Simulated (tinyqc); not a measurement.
Inside a calculation. Method: coupled-perturbed Hartree-Fock on RHF in the 6-31g basis, for H4, spin multiplicity 1. One step of it, computed by the program tinyqc.

Question. Response to a field: uncoupled start. Field along z; U_ai = -mu_ai / (e_a - e_i), alpha = -4 sum U_ai mu_ai.

orbital energies (hartree): MO1 -0.755955, MO2 -0.455900, MO3 0.159114, MO4 0.373872, MO5 0.766800, MO6 0.809406, MO7 1.360885, MO8 1.494422

dipole integrals <a|z|i> (bohr):
```
           i1         i2
a3  -0.989835   0.000000
a4   0.000000  -0.991360
a5   0.000000   0.000000
a6   0.000000   0.000000
a7   0.188526   0.000000
a8   0.000000   0.248383
```

Give: uncoupled U; uncoupled polarisability.

Answer.

uncoupled U:
```
         i1       i2
a3   1.0817   0.0000
a4   0.0000   1.1947
a5   0.0000   0.0000
a6   0.0000   0.0000
a7  -0.0891   0.0000
a8   0.0000  -0.1274
```

uncoupled polarisability = 9.2142 bohr^3
